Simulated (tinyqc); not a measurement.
# Thickness from two neighbouring fringes

Question. At normal incidence a transparent film with an index between those of air and substrate, taken as constant, has reflectance minima at 2 n1 d = (m + 1/2) lam (small phase shifts at the substrate neglected). Find d and the order m of the shorter wavelength.

Parameters, values chosen for the exercise:
```
symbol  value  unit                        meaning
n1      1.633        index of the transparent film
```

wavelengths of two neighbouring reflectance minima (nm): [448, 547.55556]

Answer. Neighbouring orders differ by one: 2 n1 d (1/lam1 - 1/lam2) = 1.

d = 754 nm
m = 5

Numbers from tinyqc (`OMP_NUM_THREADS=1 python tinyqc.py 2870160 2870161 out.jsonl`; about 0.01 s on one thread of a shared Intel Xeon 2.30GHz).
